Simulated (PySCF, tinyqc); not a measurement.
Inside a calculation. Method: MP2 on RHF in the sto-3g basis, for H3+, spin multiplicity 1. The lowest restricted solution is unstable here: a spin-polarised one lies 0.0003 hartree lower (PySCF). One step of it, computed by the program tinyqc.

Task: Integrals over molecular orbitals. (pq|rs) = sum C_ip C_jq C_kr C_ls (ij|kl), one index at a time.

coefficients C:
```
            MO1        MO2        MO3
1H 1s  0.585512  -0.000344   1.146285
2H 1s  0.351872  -0.745122  -0.793806
3H 1s  0.351534   0.746423  -0.792013
```

core Hamiltonian H = T + V (hartree), lower triangle:
```
           1H 1s      2H 1s      3H 1s
1H 1s  -1.448556
2H 1s  -0.796671  -1.209813
3H 1s  -0.795346  -0.189143  -1.209278
```

Two-electron integrals (ij|kl) in chemists' order, unique and non-zero (hartree):
```
(11|11) 0.774606   (21|11) 0.286815   (21|21) 0.138228   (22|11) 0.462060
(22|21) 0.286815   (22|22) 0.774606   (31|11) 0.286255   (31|21) 0.099023
(31|22) 0.156339   (31|31) 0.137753   (32|11) 0.059070   (32|21) 0.024701
(32|22) 0.046107   (32|31) 0.024663   (32|32) 0.005179   (33|11) 0.461658
(33|21) 0.156520   (33|22) 0.251447   (33|31) 0.286255   (33|32) 0.046107
(33|33) 0.774606
```

Give: one-electron integrals over orbitals h = C^T H C; Two-electron integrals over orbitals.

Result:

one-electron integrals over orbitals h = C^T H C (hartree), lower triangle:
```
        1       2       3
1  -1.498
2   0.000  -1.135
3  -0.095   0.000  -0.768
```

Two-electron integrals over orbitals (pq|rs), unique and non-zero (hartree):
```
(11|11) 0.559       (21|11) -2.14e-04   (21|21) 0.146       (22|11) 0.474
(22|21) 3.24e-04    (22|22) 0.527       (31|11) 0.095       (31|21) 7.31e-05
(31|22) -0.041      (31|31) 0.137       (32|11) 1.14e-04    (32|21) -0.142
(32|22) -3.37e-04   (32|31) -1.85e-04   (32|32) 0.160       (33|11) 0.564
(33|21) -3.21e-04   (33|22) 0.503       (33|31) 0.082       (33|32) 2.60e-04
(33|33) 0.602
```
